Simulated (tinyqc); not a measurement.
Deep-level transient spectroscopy: amplitude against reverse bias.

Schottky contact on an n-type layer with shallow donors Nd (all ionised) and a donor-like deep trap, neutral when filled and positive when empty; depletion approximation. Traps within lam of the depletion edge stay filled. A long pulse to Vp fills the traps beyond x1 = Wp - lam; back at Vr those between x1 and x2 = Wr - lam emit. A rate window reads S = C(t2) - C(t1).

lam = sqrt(2 eps0 eps_r (EF - ET)/(q Nd)), EF - ET = Et - (kB T/q) ln(Nc(T)/Nd), Nc(T) = Nc (T/300 K)^1.5. In the steady state at the band bending V, 2 eps0 eps_r V/q = Nd W^2 + Nt (W - lam)^2 (the second term only if W > lam). W(t)^2 = Wr^2 + (Nt/Nd)(x2^2 - x1^2) exp(-en t), C = eps0 eps_r/W; for small Nt, dC/C = -(Nt/2 Nd) G exp(-en t) with G = (x2^2 - x1^2)/Wr^2. Listed at t = 0.

Inputs (values chosen for the exercise); material values close to those of gallium nitride:
```
symbol,value,unit,meaning
eps_r,9.44,,relative permittivity
Nc,2.29e18,cm^-3,conduction-band density of states at 300 K
Nd,5.3e14,cm^-3,shallow donor density
Vbi,1.17,V,built-in voltage
Et,0.66,eV,depth of the trap below the conduction edge
Nt,3.4e13,cm^-3,trap density
Vp,0.6,V,reverse bias during the filling pulse
T,462,K,temperature of the transient
```

Constants: q = 1.602176634e-19 C, kB = 1.380649e-23 J/K, eps0 = 8.8541878128e-14 F/cm where lengths are in cm. Results are converted to the units shown.

Amplitude against reverse bias:
```
Vr (V)	Wr (nm)	G	dC(0)/C (%)	2 Nd |dC|/C (cm^-3)
1.1	2087.4	0.13233	-0.42179	4.4709e12
2.2	2536.5	0.30493	-0.96395	1.0218e13
3.2	2883.8	0.39796	-1.2526	1.3277e13
4.3	3222.2	0.46761	-1.4669	1.5550e13
5.4	3527.9	0.51806	-1.6214	1.7187e13
6.5	3808.8	0.55672	-1.7393	1.8436e13
7.5	4047.1	0.58499	-1.8252	1.9347e13
8.6	4293.8	0.61071	-1.9031	2.0173e13
```

What does the table show?

G rises from 0.132 to 0.611, since lam = 770 nm and x1 weigh less in a wider layer. The simple estimate 2 Nd |dC|/C reaches 13.1 % of the true Nt in the first row and 59.3 % in the last.

Numbers from tinyqc (`OMP_NUM_THREADS=1 python tinyqc.py 2050084 2050085 out.jsonl`; about 0.01 s on one thread of a shared Intel Xeon 2.30GHz).
